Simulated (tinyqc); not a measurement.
Rise against time: self-heating of a transistor with one or more fingers, with temperature-dependent conductivity. Computed by tinyqc, a small Python program. Command: `OMP_NUM_THREADS=1 python tinyqc.py 3011999 3012000 out.jsonl selfheat walk`. One thread of a shared host (Intel(R) Xeon(R) Processor @ 2.30GHz), about 0.06 s of CPU time with the checks.

N long parallel fingers lie on the top face of a slab whose bottom is held at T_0; the top is otherwise insulated, and heat flows in two dimensions. P in W/mm is 1000 P in W/m.

Inputs (values chosen for the exercise, modelled on sapphire): conductivity at the base temperature kappa_0 = 36.9 W/(m K); power per gate width P = 0.19 W/mm; fingers N = 6; finger pitch s = 29 micrometre; width of the heat source w = 0.52 micrometre; substrate thickness t = 110 micrometre; heat capacity C = 2.99 1e6 J/(m^3 K); pulse length = 0.055 microsecond.

Power: power rises with temperature.

Method:
- A line source of power P on the top face raises the top at distance x by (P/(pi kappa_0)) g(x), g(x) = -ln tanh(pi x/(4 t)) (the image sum for the slab). On a strip of width w the centre sees the mean of g over the strip, g_0 = 1 + ln(8 t/(pi w)) for w much below t.
- theta_i = (P/(pi kappa_0)) [g_0 + sum over j != i of g(|i - j| s)], with equal powers and constant conductivity; thermal resistance = largest theta/P.
- After switching on, theta(tau) = (P D/kappa_0) int_0^tau X(u) Z(u) du at the hottest finger, D = kappa_0/C; X = sum over fingers at distance x of [erf((x + w/2)/r) - erf((x - w/2)/r)]/(2 w), Z = sum_(j=-200..200) (-1)^j exp(-(2 j t/r)^2)/sqrt(pi D u), r = 2 sqrt(D u); trapezoid rule on 300 points evenly spaced in ln u from u_0 = 1e-3 min(tau, w^2/D) to tau, plus the exact piece 2 sqrt(u_0/(pi D))/w below u_0. Conductivity and power are held at their base values here, and Fourier's law is used even where the diffusion length is near a phonon free path.

diffusivity D = 12.3411 micrometre^2/microsecond

theta of each finger (K): [18.1090, 20.2976, 21.1994, 21.1994, 20.2976, 18.1090]

largest theta = 21.1994 K

Heating curve:
```
time (microsecond)  sqrt(D time) (micrometre)  rise (K)  share of the steady rise
9.80e-04                              0.10997    1.2082                   0.05699
0.0098                                0.34777    2.8161                    0.1328
0.098                                  1.0997    4.6695                    0.2203
0.98                                   3.4777     6.553                    0.3091
9.8                                    10.997    8.5558                    0.4036
49                                     24.591     11.27                    0.5316
200                                    49.681    15.732                    0.7421
590                                    85.330     19.63                     0.926
1500                                   136.06    21.084                    0.9946
```

What follows from these numbers?

Half the steady rise is reached between 9.8 and 49 microseconds, and the last row holds 99.5 % of it; the slowest time constant is 4 t^2/(pi^2 D) = 397 microseconds. While the diffusion length lies between w and the pitch or thickness, the rise grows as the logarithm of time; once it nears the pitch of 29 micrometre the neighbours add their heat.

Extremes, crossings and ranges named in words are read from the listed rows.
